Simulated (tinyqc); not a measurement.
Worked calculation: Hueckel theory of the pi electrons, for the molecule Clc1ccccc1-c1ccncc1 (SMILES; centres numbered as the heavy atoms are written). Computed by tinyqc, a small Python program that keeps every step. Settings: charge = 0. Command: `OMP_NUM_THREADS=1 python tinyqc.py 21930 21931 out.jsonl` (the two numbers bound the seeds that draw the settings). One thread of a shared host (Intel(R) Xeon(R) Processor @ 2.60GHz), about 0.01 s of CPU time with the checks.

## The Hueckel matrix

Centres:
```
centre  z_r, pi electrons of the neutral centre         h
1Cl                                           2  1.870000
2C                                            1  0.000000
3C                                            1  0.000000
4C                                            1  0.000000
5C                                            1  0.000000
6C                                            1  0.000000
7C                                            1  0.000000
8C                                            1  0.000000
9C                                            1  0.000000
10C                                           1  0.000000
11N                                           1  0.500000
12C                                           1  0.000000
13C                                           1  0.000000
```

Bonds:
```
i    j         k
1    2  0.350000
2    3         1
3    4         1
4    5         1
5    6         1
6    7         1
7    8         1
8    9         1
9   10         1
10  11         1
11  12         1
12  13         1
7    2         1
13   8         1
```

H_rr = alpha + h_r beta, H_rs = k_rs beta for bonded centres.

Hueckel matrix in units of beta (H = alpha + beta A), order 1Cl, 2C, 3C, 4C, 5C, 6C, 7C, 8C, 9C, 10C, 11N, 12C, 13C:
```
[[1.870000, 0.350000, 0.000000, 0.000000, 0.000000, 0.000000, 0.000000, 0.000000, 0.000000, 0.000000, 0.000000, 0.000000, 0.000000],
 [0.350000, 0.000000, 1.000000, 0.000000, 0.000000, 0.000000, 1.000000, 0.000000, 0.000000, 0.000000, 0.000000, 0.000000, 0.000000],
 [0.000000, 1.000000, 0.000000, 1.000000, 0.000000, 0.000000, 0.000000, 0.000000, 0.000000, 0.000000, 0.000000, 0.000000, 0.000000],
 [0.000000, 0.000000, 1.000000, 0.000000, 1.000000, 0.000000, 0.000000, 0.000000, 0.000000, 0.000000, 0.000000, 0.000000, 0.000000],
 [0.000000, 0.000000, 0.000000, 1.000000, 0.000000, 1.000000, 0.000000, 0.000000, 0.000000, 0.000000, 0.000000, 0.000000, 0.000000],
 [0.000000, 0.000000, 0.000000, 0.000000, 1.000000, 0.000000, 1.000000, 0.000000, 0.000000, 0.000000, 0.000000, 0.000000, 0.000000],
 [0.000000, 1.000000, 0.000000, 0.000000, 0.000000, 1.000000, 0.000000, 1.000000, 0.000000, 0.000000, 0.000000, 0.000000, 0.000000],
 [0.000000, 0.000000, 0.000000, 0.000000, 0.000000, 0.000000, 1.000000, 0.000000, 1.000000, 0.000000, 0.000000, 0.000000, 1.000000],
 [0.000000, 0.000000, 0.000000, 0.000000, 0.000000, 0.000000, 0.000000, 1.000000, 0.000000, 1.000000, 0.000000, 0.000000, 0.000000],
 [0.000000, 0.000000, 0.000000, 0.000000, 0.000000, 0.000000, 0.000000, 0.000000, 1.000000, 0.000000, 1.000000, 0.000000, 0.000000],
 [0.000000, 0.000000, 0.000000, 0.000000, 0.000000, 0.000000, 0.000000, 0.000000, 0.000000, 1.000000, 0.500000, 1.000000, 0.000000],
 [0.000000, 0.000000, 0.000000, 0.000000, 0.000000, 0.000000, 0.000000, 0.000000, 0.000000, 0.000000, 1.000000, 0.000000, 1.000000],
 [0.000000, 0.000000, 0.000000, 0.000000, 0.000000, 0.000000, 0.000000, 1.000000, 0.000000, 0.000000, 0.000000, 1.000000, 0.000000]]
```

## Orbitals

pi electrons, sum of z_r less the charge = 14

Diagonalise; E = alpha + x beta with beta < 0, so the largest x are filled first; degenerate levels share their electrons. P = sum n_i c_ri c_si; each orbital has its largest coefficient positive (the first on a tie).

x values: [2.326611, 2.039657, 1.837966, 1.420184, 1.000000, 0.968488, 0.764456, -0.624829, -1.000000, -1.010740, -1.234029, -1.848706, -2.269058]

occupations: [2.000000, 2.000000, 2.000000, 2.000000, 2.000000, 2.000000, 2.000000, 0.000000, 0.000000, 0.000000, 0.000000, 0.000000, 0.000000]

coefficients, order 1Cl, 2C, 3C, 4C, 5C, 6C, 7C, 8C, 9C, 10C, 11N, 12C, 13C:
```
[[0.234005, 0.564767, 0.759791, -0.002388, 0.000000, -0.176303, 0.105527, 0.039833, 0.000000, -0.061241, 0.012870, -0.024077, 0.026272],
 [0.305283, 0.273762, -0.069541, 0.003068, 0.000000, 0.454112, -0.333327, -0.283934, 0.000000, 0.504055, -0.114143, 0.255817, -0.310685],
 [0.202664, 0.229530, -0.173887, 0.306059, 0.000000, 0.522555, 0.117226, -0.124430, 0.000000, -0.493744, -0.277133, -0.331128, 0.223191],
 [0.166237, 0.194401, -0.250057, 0.431591, 0.000000, 0.051976, 0.422941, 0.361682, 0.000000, -0.005008, 0.456133, 0.356342, -0.195749],
 [0.184105, 0.166981, -0.285709, 0.306881, 0.000000, -0.472216, 0.206094, -0.101559, 0.000000, 0.498806, -0.285749, -0.327643, 0.220975],
 [0.262104, 0.146183, -0.275067, 0.004236, 0.000000, -0.509312, -0.265391, -0.298225, 0.000000, -0.499155, -0.103511, 0.249373, -0.305656],
 [0.425709, 0.131182, -0.219854, -0.300865, 0.000000, -0.021047, -0.408974, 0.287899, 0.000000, 0.005710, 0.413484, -0.133375, 0.472576],
 [0.423073, -0.152378, -0.059477, -0.434588, 0.000000, 0.034817, 0.286075, 0.402271, 0.000000, -0.010671, -0.292598, -0.258619, -0.455962],
 [0.279308, -0.220991, 0.055269, -0.158165, 0.500000, 0.027383, 0.313833, -0.269625, 0.500000, 0.002538, -0.026205, 0.305743, 0.281014],
 [0.226769, -0.298368, 0.161059, 0.209965, 0.500000, -0.008297, -0.046164, -0.233802, -0.500000, 0.008106, 0.324935, -0.306609, -0.181675],
 [0.248295, -0.387577, 0.240752, 0.456354, 0.000000, -0.035418, -0.349123, 0.415711, 0.000000, -0.010731, -0.374775, 0.261088, 0.131218],
 [0.226769, -0.298368, 0.161059, 0.209965, -0.500000, -0.008297, -0.046164, -0.233802, 0.500000, 0.008106, 0.324935, -0.306609, -0.181675],
 [0.279308, -0.220991, 0.055269, -0.158165, -0.500000, 0.027383, 0.313833, -0.269625, -0.500000, 0.002538, -0.026205, 0.305743, 0.281014]]
```

charge and bond-order matrix P, order 1Cl, 2C, 3C, 4C, 5C, 6C, 7C, 8C, 9C, 10C, 11N, 12C, 13C:
```
[[1.986455, 0.115939, -0.071101, -0.013724, 0.049153, -0.006646, -0.064133, -0.014319, 0.022423, 0.006036, -0.019108, 0.006036, 0.022423],
 [0.115939, 0.980627, 0.671924, 0.010617, -0.320816, -0.007292, 0.614009, 0.021396, -0.143467, -0.022778, 0.109285, -0.022778, -0.143467],
 [-0.071101, 0.671924, 1.008942, 0.661250, -0.006712, -0.322910, 0.007187, -0.040344, -0.002077, 0.007964, -0.000534, 0.007964, -0.002077],
 [-0.013724, 0.010617, 0.661250, 0.991613, 0.659157, 0.007766, -0.305339, -0.018363, 0.111087, 0.020167, -0.093625, 0.020167, 0.111087],
 [0.049153, -0.320816, -0.006712, 0.659157, 1.006092, 0.676727, -0.007167, -0.042821, 0.003881, 0.009498, -0.005944, 0.009498, 0.003881],
 [-0.006646, -0.007292, -0.322910, 0.007766, 0.676727, 0.991159, 0.618429, 0.018958, -0.144410, -0.022230, 0.109650, -0.022230, -0.144410],
 [-0.064133, 0.614009, 0.007187, -0.305339, -0.007167, 0.618429, 1.009991, 0.372431, -0.007153, -0.044259, 0.016308, -0.044259, -0.007153],
 [-0.014319, 0.021396, -0.040344, -0.018363, -0.042821, 0.018958, 0.372431, 0.955331, 0.616049, 0.054163, -0.299298, 0.054163, 0.616049],
 [0.022423, -0.143467, -0.002077, 0.111087, 0.003881, -0.144410, -0.007153, 0.616049, 1.008324, 0.680505, -0.028815, -0.319495, 0.008324],
 [0.006036, -0.022778, 0.007964, 0.020167, 0.009498, -0.022230, -0.044259, 0.054163, 0.680505, 0.925345, 0.645900, -0.074655, -0.319495],
 [-0.019108, 0.109285, -0.000534, -0.093625, -0.005944, 0.109650, 0.016308, -0.299298, -0.028815, 0.645900, 1.202455, 0.645900, -0.028815],
 [0.006036, -0.022778, 0.007964, 0.020167, 0.009498, -0.022230, -0.044259, 0.054163, -0.319495, -0.074655, 0.645900, 0.925345, 0.680505],
 [0.022423, -0.143467, -0.002077, 0.111087, 0.003881, -0.144410, -0.007153, 0.616049, 0.008324, -0.319495, -0.028815, 0.680505, 1.008324]]
```

## Energy, charges, bond orders

E = sum n x; q_r = z_r - P_rr; bond order p = P_rs; free valence = sqrt(3) - sum of p over the bonds of the atom.

pi energy = 14 alpha + this times beta = 20.714726

pi charges: [0.013545, 0.019373, -0.008942, 0.008387, -0.006092, 0.008841, -0.009991, 0.044669, -0.008324, 0.074655, -0.202455, 0.074655, -0.008324]

Bond orders and lengths from R = 1.517 - 0.180 p (angstrom, C-C alone):
```
bond          p         R
1-2    0.115939         -
2-3    0.671924  1.396054
3-4    0.661250  1.397975
4-5    0.659157  1.398352
5-6    0.676727  1.395189
6-7    0.618429  1.405683
7-8    0.372431  1.449962
8-9    0.616049  1.406111
9-10   0.680505  1.394509
10-11  0.645900         -
11-12  0.645900         -
12-13  0.680505  1.394509
7-2    0.614009  1.406478
13-8   0.616049  1.406111
```

free valence of the carbons: [0.330178, 0.398876, 0.411644, 0.396167, 0.436895, 0.127182, 0.127522, 0.435497, 0.405646, 0.405646, 0.435497]

gap between the highest filled and the next level = 1.389285 |beta|
